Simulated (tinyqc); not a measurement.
# Changing the fraction x of A

Model: two-mode optical phonons of a ternary alloy from two coupled oscillators. Computed by tinyqc, a small Python program. Command: `OMP_NUM_THREADS=1 python tinyqc.py 3023454 3023455 out.jsonl twomode sweep`. One thread of a shared host (Intel(R) Xeon(R) Processor @ 2.30GHz), about 0.01 s of CPU time with the checks.

An alloy A(x)B(1-x)C has an A-C and a B-C bond oscillator. Each TO frequency moves linearly from the impurity mode (dilute end) to the TO of the pure crystal; each strength is proportional to the number of bonds.

Inputs (values chosen for the exercise, modelled on GaAs(1-x)P(x), with A-C the GaP-like and B-C the GaAs-like bond):

| quantity | value | unit |
|---|---|---|
| omega_TO of pure AC | 362.7 | 1/cm |
| omega_LO of pure AC | 403.2 | 1/cm |
| omega_TO of pure BC | 269 | 1/cm |
| omega_LO of pure BC | 291.9 | 1/cm |
| eps_inf of AC | 9.26 | - |
| eps_inf of BC | 10.9 | - |
| impurity mode of A in BC | 355.2 | 1/cm |
| impurity mode of B in AC | 271 | 1/cm |
| electron mass m* | 0.12 | m_0 |

Constants: e^2/(4 pi eps_0) = 14.39964548 eV angstrom; hbar^2/(2 m_0) = 3.80998212 eV angstrom^2; 1 THz = 33.35640952 1/cm; h x 1 THz = 4.135667696 meV.

Method:
- omega_1 = (impurity mode of A) + x (omega_TO,AC - impurity mode of A); omega_2 = (impurity mode of B) + (1 - x)(omega_TO,BC - impurity mode of B); eps_inf = x eps_AC + (1 - x) eps_BC; strengths W_1 = x eps_AC (omega_LO,AC^2 - omega_TO,AC^2), W_2 = (1 - x) eps_BC (omega_LO,BC^2 - omega_TO,BC^2).
- eps(omega) = eps_inf + W_1/(omega_1^2 - omega^2) + W_2/(omega_2^2 - omega^2) = 0 is the eigenproblem of the matrix [[omega_1^2 + W_1/eps_inf, sqrt(W_1 W_2)/eps_inf], [sqrt(W_1 W_2)/eps_inf, omega_2^2 + W_2/eps_inf]] for omega_LO^2.
- Uncoupled values keep the diagonal alone. eps_s = eps_inf + W_1/omega_1^2 + W_2/omega_2^2.
- The polar coupling of mode j is c_j = (u_j . sqrt(W))^2/(eps_inf^2 omega_j^2), u_j its eigenvector and omega_j here its LO frequency; the c_j add up to 1/eps_inf - 1/eps_s. Froehlich constant alpha_j = (e^2/(4 pi eps_0)) c_j k_j/(2 E_j), E_j = h c omega_j, k_j = sqrt(m* E_j/(hbar^2/(2 m_0))).

One run for each value:

| fraction x of A | upper LO mode (1/cm) | lower LO mode (1/cm) | share of the upper mode | eps_s | eps_inf |
|---|---|---|---|---|---|
| 0.051 | 358.0 | 290.4 | 0.1128 | 12.77 | 10.81636 |
| 0.150 | 363.2 | 287.7 | 0.2909 | 12.63 | 10.65400 |
| 0.240 | 367.8 | 285.5 | 0.4203 | 12.51 | 10.50640 |
| 0.340 | 372.7 | 283.2 | 0.5391 | 12.38 | 10.34240 |
| 0.430 | 377.0 | 281.3 | 0.6294 | 12.25 | 10.19480 |
| 0.530 | 381.7 | 279.3 | 0.7158 | 12.11 | 10.03080 |
| 0.620 | 385.9 | 277.6 | 0.7836 | 11.99 | 9.88320 |
| 0.720 | 390.4 | 275.7 | 0.8502 | 11.85 | 9.71920 |
| 0.810 | 394.6 | 274.2 | 0.9035 | 11.72 | 9.57160 |
| 0.910 | 399.1 | 272.5 | 0.9567 | 11.57 | 9.40760 |

Over the rows, upper LO mode (1/cm) rises from 358 to 399 (exponent d ln y / d ln x 0.013 between the first rows and 0.098 between the last); lower LO mode (1/cm) falls from 290 to 272 (exponent d ln y / d ln x -0.0087 between the first rows and -0.053 between the last); share of the upper mode rises from 0.113 to 0.957 (exponent d ln y / d ln x 0.88 between the first rows and 0.49 between the last). Both TO lines are straight by construction; the LO lines bend because the splitting depends on the number of bonds and on the coupling of the two oscillators through the field.
